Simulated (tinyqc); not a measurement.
# Changing the temperature T

Model: dopant redistribution at a moving silicon-oxide interface during parabolic oxidation. Computed by tinyqc, a small Python program. Command: `OMP_NUM_THREADS=1 python tinyqc.py 3022502 3022503 out.jsonl segox sweep`. One thread of a shared host (Intel(R) Xeon(R) Processor @ 2.30GHz), about 0.01 s of CPU time with the checks.

Uniformly doped silicon is oxidised with x_ox = sqrt(B t); the interface advances into the silicon by alpha x_ox, alpha = 0.44. The dopant does not move in the oxide, and at the interface C(silicon) = m C(oxide).

Inputs (values chosen for the exercise, modelled on phosphorus in silicon under dry oxygen):
```
quantity                                           value    unit
dopant prefactor D0                                 4.61  cm^2/s
dopant activation energy E                          3.69      eV
oxidation prefactor B0                               735  um^2/h
oxidation activation energy E_B                     1.22      eV
segregation coefficient m = C(silicon)/C(oxide)       12       -
bulk doping C_B                                  9.5e+17  1/cm^3
time t                                               1.7       h
```

Constants: k_B = 8.617333262e-05 eV/K.

Method:
- D = D0 exp(-E/(k_B T)), converted with 1 cm^2/s = 3.6e11 um^2/h; B = B0 exp(-E_B/(k_B T)); s = alpha sqrt(B/(4 D)), the interface advance over 2 sqrt(D t).
- Temperatures in kelvin are T(C) + 273.15.
- With the dopant diffusivity D and s = alpha x_ox/(2 sqrt(D t)), in the silicon C = C_B + (C_s - C_B) erfc(y/(2 sqrt(D t)))/erfc(s), y from the original surface. Dopant balance at the interface gives C_s/C_B = 1/[1 + (1/(m alpha) - 1) g], g = sqrt(pi) s exp(s^2) erfc(s).

One run for each value:
```
temperature T (C)  ratio C_s/C_B      s  oxide thickness (um)  diffusion length 2 sqrt(D t) (um)
850                        3.383  1.612                0.0647                              0.018
900                        2.496  0.936                0.0847                              0.040
950                        1.905  0.568                0.1084                              0.084
1000                       1.559  0.358                0.1360                              0.167
1050                       1.357  0.234                0.1679                              0.315
1100                       1.237  0.158                0.2040                              0.568
1150                       1.162  0.109                0.2444                              0.983
1200                       1.114  0.078                0.2894                              1.638
```

Describe and explain the trends.

Over the rows, ratio C_s/C_B falls from 3.38 to 1.11; s falls from 1.61 to 0.0777; oxide thickness (um) rises from 0.0647 to 0.289. Diffusion has the larger activation energy, so a hot oxidation lets it even out the profile and the ratio moves towards 1.

Caution (rows 850, 900, 950, 1000, 1050, 1100): in this case the oxide is not much thicker than a typical Deal-Grove length A, so real growth is slower than parabolic. Caution (all rows): parabolic growth needs an oxide much thicker than the Deal-Grove length A, which fails for thin films and low temperatures; oxidation-enhanced or retarded diffusion is ignored.
